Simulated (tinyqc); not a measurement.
Hueckel theory of the pi electrons with the omega technique, for the molecule NC1=CC=C1C=O (SMILES; centres numbered as the heavy atoms are written), step by step. Computed by tinyqc, a small Python program that keeps every step. Settings: charge = 0, omega = 0.6, damping = 0. Command: `OMP_NUM_THREADS=1 python tinyqc.py 29987 29988 out.jsonl` (the two numbers bound the seeds that draw the settings). One thread of a shared host (Intel(R) Xeon(R) Processor @ 2.60GHz), about 0.01 s of CPU time with the checks.

## The Hueckel matrix

Centres:

| centre | z_r, pi electrons of the neutral centre | h |
|---|---|---|
| 1N | 2 | 1.500000 |
| 2C | 1 | 0.000000 |
| 3C | 1 | 0.000000 |
| 4C | 1 | 0.000000 |
| 5C | 1 | 0.000000 |
| 6C | 1 | 0.000000 |
| 7O | 1 | 1.000000 |

Bonds:

| i | j | k |
|---|---|---|
| 1 | 2 | 0.800000 |
| 2 | 3 | 1 |
| 3 | 4 | 1 |
| 4 | 5 | 1 |
| 5 | 6 | 1 |
| 6 | 7 | 1 |
| 5 | 2 | 1 |

H_rr = alpha + h_r beta, H_rs = k_rs beta for bonded centres.

Hueckel matrix in units of beta (H = alpha + beta A):
```
          1N        2C        3C        4C        5C        6C        7O
1N  1.500000  0.800000  0.000000  0.000000  0.000000  0.000000  0.000000
2C  0.800000  0.000000  1.000000  0.000000  1.000000  0.000000  0.000000
3C  0.000000  1.000000  0.000000  1.000000  0.000000  0.000000  0.000000
4C  0.000000  0.000000  1.000000  0.000000  1.000000  0.000000  0.000000
5C  0.000000  1.000000  0.000000  1.000000  0.000000  1.000000  0.000000
6C  0.000000  0.000000  0.000000  0.000000  1.000000  0.000000  1.000000
7O  0.000000  0.000000  0.000000  0.000000  0.000000  1.000000  1.000000
```

## Orbitals, round 1

pi electrons, sum of z_r less the charge = 8

Diagonalise; E = alpha + x beta with beta < 0, so the largest x are filled first; degenerate levels share their electrons. P = sum n_i c_ri c_si; each orbital has its largest coefficient positive (the first on a tie).

x values: 2.385361  1.756580  1.390057  0.286773  -0.186692  -0.933517  -2.198562

occupations: 2.000000  2.000000  2.000000  2.000000  0.000000  0.000000  0.000000

coefficients:
```
         MO1        MO2        MO3        MO4        MO5        MO6        MO7
1N  0.440378  -0.581838   0.593800  -0.029162   0.311200   0.081193   0.103178
2C  0.487366  -0.186610  -0.081605   0.044225  -0.656123  -0.246980  -0.477011
3C  0.346714  -0.061616  -0.363260   0.592117  -0.114026   0.454603   0.416853
4C  0.339673   0.078376  -0.423347   0.125578   0.677411  -0.177400  -0.439467
5C  0.463528   0.199291  -0.225216  -0.556104  -0.012441  -0.288997   0.549342
6C  0.278641   0.458304   0.191890  -0.329279  -0.018965   0.694163  -0.291286
7O  0.201133   0.605757   0.491953   0.461676   0.015982  -0.359016   0.091068
```

charge and bond-order matrix P:
```
           1N         2C         3C         4C         5C         6C         7O
1N   1.771834   0.546910  -0.088871  -0.302127  -0.058687  -0.040810   0.029560
2C   0.546910   0.561929   0.472612   0.382041   0.365006   0.040109  -0.069487
3C  -0.088871   0.472612   1.213136   0.682164  -0.198069  -0.392615   0.254140
4C  -0.302127   0.382041   0.682164   0.633026   0.397155   0.015962  -0.068988
5C  -0.058687   0.365006  -0.198069   0.397155   1.229098   0.720782  -0.307166
6C  -0.040810   0.040109  -0.392615   0.015962   0.720782   0.865861   0.552091
7O   0.029560  -0.069487   0.254140  -0.068988  -0.307166   0.552091   1.725118
```

## Omega technique, round 1

h_r = h_r(0) + omega q_r, omega = 0.6, with q_r = z_r - P_rr.

matrix after round 1:
```
          1N        2C         3C        4C         5C        6C        7O
1N  1.636900  0.800000   0.000000  0.000000   0.000000  0.000000  0.000000
2C  0.800000  0.262843   1.000000  0.000000   1.000000  0.000000  0.000000
3C  0.000000  1.000000  -0.127881  1.000000   0.000000  0.000000  0.000000
4C  0.000000  0.000000   1.000000  0.220185   1.000000  0.000000  0.000000
5C  0.000000  1.000000   0.000000  1.000000  -0.137459  1.000000  0.000000
6C  0.000000  0.000000   0.000000  0.000000   1.000000  0.080484  1.000000
7O  0.000000  0.000000   0.000000  0.000000   0.000000  1.000000  0.564929
```

## Orbitals, round 2

As before.

x values: 2.462635  1.734187  1.307923  0.102019  0.036763  -0.979057  -2.164470

occupations: 2.000000  2.000000  2.000000  2.000000  0.000000  0.000000  0.000000

coefficients:
```
         MO1        MO2        MO3        MO4        MO5        MO6        MO7
1N  0.510331   0.704597   0.343067  -0.053725  -0.329985   0.070339   0.093201
2C  0.526748   0.085685  -0.141076   0.103076   0.660027  -0.230005  -0.442865
3C  0.332526  -0.109209  -0.368389  -0.523541   0.208414   0.494926   0.423446
4C  0.334666  -0.289039  -0.387859  -0.223439  -0.625713  -0.191264  -0.419520
5C  0.417945  -0.328397  -0.053500   0.549943  -0.093644  -0.265554   0.576965
6C  0.225283  -0.411288   0.451607   0.252062  -0.050629   0.644759  -0.307130
7O  0.118714  -0.351752   0.607821  -0.544515   0.095858  -0.417593   0.112526
```

charge and bond-order matrix P:
```
           1N         2C         3C         4C         5C         6C         7O
1N   1.754951   0.550506  -0.011010  -0.307846  -0.131993  -0.066867   0.101034
2C   0.550506   0.630665   0.327612   0.366409   0.512494   0.091394  -0.218967
3C  -0.011010   0.327612   1.064611   0.805426  -0.186735  -0.357006   0.278101
4C  -0.307846   0.366409   0.805426   0.791808   0.265327  -0.074415   0.054632
5C  -0.131993   0.512494  -0.186735   0.265327   1.175645   0.687361  -0.333682
6C  -0.066867   0.091394  -0.357006  -0.074415   0.687361   0.974789   0.617321
7O   0.101034  -0.218967   0.278101   0.054632  -0.333682   0.617321   1.607529
```

## Omega technique, round 2

As before.

matrix after round 2:
```
          1N        2C         3C        4C         5C        6C        7O
1N  1.647029  0.800000   0.000000  0.000000   0.000000  0.000000  0.000000
2C  0.800000  0.221601   1.000000  0.000000   1.000000  0.000000  0.000000
3C  0.000000  1.000000  -0.038767  1.000000   0.000000  0.000000  0.000000
4C  0.000000  0.000000   1.000000  0.124915   1.000000  0.000000  0.000000
5C  0.000000  1.000000   0.000000  1.000000  -0.105387  1.000000  0.000000
6C  0.000000  0.000000   0.000000  0.000000   1.000000  0.015127  1.000000
7O  0.000000  0.000000   0.000000  0.000000   0.000000  1.000000  0.635482
```

## Convergence

Each round sets h_r = h_r(0) + omega (z_r - P_rr), keeping the share named as damping of the old diagonal; repeat until output and input diagonals agree to 1e-6.

Rounds:

| round | sum n x | largest \|h(out) - h(in)\| |
|---|---|---|
| 1 | 11.637542 | 4.35e-01 |
| 2 | 11.213528 | 9.53e-02 |
| 3 | 11.331534 | 7.89e-02 |
| 4 | 11.265511 | 5.25e-02 |
| 5 | 11.297230 | 3.89e-02 |
| 6 | 11.275326 | 2.70e-02 |
| 7 | 11.289036 | 1.95e-02 |
| 8 | 11.279005 | 1.36e-02 |
| 9 | 11.285791 | 9.75e-03 |
| 10 | 11.280867 | 6.87e-03 |
| 11 | 11.284284 | 4.89e-03 |
| 12 | 11.281831 | 3.45e-03 |
| 13 | 11.283552 | 2.45e-03 |
| 14 | 11.282324 | 1.74e-03 |
| 15 | 11.283190 | 1.23e-03 |
| 16 | 11.282574 | 8.72e-04 |
| 17 | 11.283010 | 6.18e-04 |
| 18 | 11.282700 | 4.38e-04 |
| 19 | 11.282919 | 3.10e-04 |
| 20 | 11.282764 | 2.20e-04 |
| 21 | 11.282874 | 1.56e-04 |
| 22 | 11.282796 | 1.10e-04 |
| 23 | 11.282851 | 7.83e-05 |
| 24 | 11.282812 | 5.55e-05 |
| 25 | 11.282840 | 3.93e-05 |
| 26 | 11.282820 | 2.79e-05 |
| 27 | 11.282834 | 1.98e-05 |
| 28 | 11.282824 | 1.40e-05 |
| 29 | 11.282831 | 9.92e-06 |
| 30 | 11.282826 | 7.03e-06 |
| 31 | 11.282830 | 4.98e-06 |
| 32 | 11.282827 | 3.53e-06 |
| 33 | 11.282829 | 2.50e-06 |
| 34 | 11.282828 | 1.77e-06 |
| 35 | 11.282829 | 1.26e-06 |
| 36 | 11.282828 | 8.90e-07 |

Converged in 36 rounds.

## Energy, charges, bond orders

final x values: 2.458391  1.735109  1.318079  0.129835  0.009389  -0.982067  -2.168736

occupations: 2.000000  2.000000  2.000000  2.000000  0.000000  0.000000  0.000000

final P:
```
           1N         2C         3C         4C         5C         6C         7O
1N   1.759174   0.552196  -0.058738  -0.319730  -0.087883  -0.047013   0.055878
2C   0.552196   0.604563   0.417658   0.403557   0.425900   0.054690  -0.130502
3C  -0.058738   0.417658   1.143748   0.723779  -0.223755  -0.372682   0.297714
4C  -0.319730   0.403557   0.723779   0.706374   0.350911  -0.025211  -0.032675
5C  -0.087883   0.425900  -0.223755   0.350911   1.203753   0.694525  -0.337344
6C  -0.047013   0.054690  -0.372682  -0.025211   0.694525   0.944829   0.608163
7O   0.055878  -0.130502   0.297714  -0.032675  -0.337344   0.608163   1.637560
```

E = sum n x; q_r = z_r - P_rr; bond order p = P_rs; free valence = sqrt(3) - sum of p over the bonds of the atom.

pi energy = 8 alpha + this times beta = 11.282828

pi charges: 1N 0.240826, 2C 0.395437, 3C -0.143748, 4C 0.293626, 5C -0.203753, 6C 0.055171, 7O -0.637560

Bond orders and lengths from R = 1.517 - 0.180 p (angstrom, C-C alone):

| bond | p | R |
|---|---|---|
| 1-2 | 0.552196 | - |
| 2-3 | 0.417658 | 1.441822 |
| 3-4 | 0.723779 | 1.386720 |
| 4-5 | 0.350911 | 1.453836 |
| 5-6 | 0.694525 | 1.391985 |
| 6-7 | 0.608163 | - |
| 5-2 | 0.425900 | 1.440338 |

free valence of the carbons: 2C 0.336297, 3C 0.590614, 4C 0.657361, 5C 0.260715, 6C 0.429363

gap between the highest filled and the next level = 0.120446 |beta|
